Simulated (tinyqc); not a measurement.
Inside a calculation. Method: tight binding, kagome lattice. Computed by tinyqc, a small Python program that keeps every step. Settings: t1 = 1.14, t2 = 1.14, delta = 0, bands filled = 1. Command: `OMP_NUM_THREADS=1 python tinyqc.py 25024 25025 out.jsonl` (the two numbers bound the seeds that draw the settings). One thread of a shared host (Intel(R) Xeon(R) Processor @ 2.60GHz), about 0.01 s of CPU time with the checks.

## Bloch Hamiltonian at k

Parameters chosen for this model:
```
parameter     value                unit
t1         1.140000    eV, up triangles
t2         1.140000  eV, down triangles
delta             0        eV on site C
```

k point k (fractions of the reciprocal vectors): 0.140000  -0.040000

H_AB = -t1 - t2 exp(-i k.a1), H_AC = -t1 - t2 exp(-i k.a2), H_BC = -t1 - t2 exp(i k.(a1 - a2)), H_CC = delta.

H(k) at k (eV):
```
                     A                    B                    C
A             0.000000  -1.866663+0.878385i  -2.244185-0.283506i
B  -1.866663-0.878385i             0.000000  -1.625388-1.031503i
C  -2.244185+0.283506i  -1.625388+1.031503i             0.000000
```

## Levels at k

Diagonalise the Hermitian matrix.

eigenvalues (eV): -4.169822  1.889822  2.280000

weights |c|^2 of the basis functions:
```
     band 1    band 2    band 3
A  0.350058  0.056870  0.593072
B  0.313959  0.653592  0.032448
C  0.335983  0.289538  0.374479
```

## Bloch Hamiltonian at K

k point K (fractions of the reciprocal vectors): 0.333333  0.666667

As before.

H(k) at K (eV):
```
                     A                    B                    C
A             0.000000  -0.570000+0.987269i  -0.570000-0.987269i
B  -0.570000-0.987269i             0.000000  -0.570000+0.987269i
C  -0.570000+0.987269i  -0.570000-0.987269i             0.000000
```

## Levels at K

As before.

eigenvalues (eV): -1.140000  -1.140000  2.280000

## Bands along a path

The same steps at evenly spaced points between the labelled ones.

Bands along the path (eV):
```
k             band 1     band 2    band 3
G          -4.560000   2.280000  2.280000
G-K 0.25   -4.254538   1.974538  2.280000
G-K 0.50   -3.420000   1.140000  2.280000
G-K 0.75   -2.280000          0  2.280000
K          -1.140000  -1.140000  2.280000
K-M 0.25   -1.612203  -0.667797  2.280000
K-M 0.50   -1.974538  -0.305462  2.280000
K-M 0.75   -2.202311  -0.077689  2.280000
M          -2.280000          0  2.280000
M-K' 0.25  -2.202311  -0.077689  2.280000
M-K' 0.50  -1.974538  -0.305462  2.280000
M-K' 0.75  -1.612203  -0.667797  2.280000
K'         -1.140000  -1.140000  2.280000
```

With 1 band(s) filled, the highest filled level on these points lies at K' and the lowest empty one at K': the bands touch or overlap, so there is no gap.
